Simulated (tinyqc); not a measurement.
Size effects in the resistivity of thin metal films and interconnect lines: one step, computed by the program tinyqc.

Electrons lose their drift at surfaces (a share 1 - p of the hits) and at grain boundaries (reflection R), besides bulk scattering. The line sits in a trench with a non-conducting liner on both walls and the bottom; the spacing equals the drawn width.

Problem. Metal cross-section. Metal width w_m = w - 2t, height h_m = (aspect ratio) w - t, grain size D = (ratio) w_m.

Inputs (values chosen for the exercise, modelled on iridium): drawn line width w = 97 nm; grain size over metal width = 1.1; aspect ratio (height over width) = 2.8; liner thickness t = 0.4 nm.

Geometry: line.

Give: metal width w_m; metal height h_m; grain size D; share of the trench filled by metal.

Solution.

metal width w_m = 96.2 nm

metal height h_m = 271.2 nm

grain size D = 105.82 nm

share of the trench filled by metal = 99.03 %
